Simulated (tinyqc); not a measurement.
## Transfer length from front and end resistance

Inverse problem. A contact of length d and width W has Rc = (Rsh Lt/W) coth(d/Lt) and Re = (Rsh Lt/W)/sinh(d/Lt), with Rsh the sheet resistance under the metal and Lt = sqrt(rc/Rsh). Find Lt, Rsh and rc.

Values chosen for this exercise:
```
symbol,value,unit,meaning
d,0.28,um,contact length
W,41,um,contact width
```

Rc = 18.092226 ohm
Re = 15.790483 ohm

Answer. Rc/Re = cosh(d/Lt) gives Lt, and Re then gives Rsh.

Lt = 0.525 um
Rsh = 690 ohm/sq
rc = 1.90e-6 ohm cm^2

Numbers from tinyqc (`OMP_NUM_THREADS=1 python tinyqc.py 2760049 2760050 out.jsonl`; about 0.01 s on one thread of a shared Intel Xeon 2.30GHz).
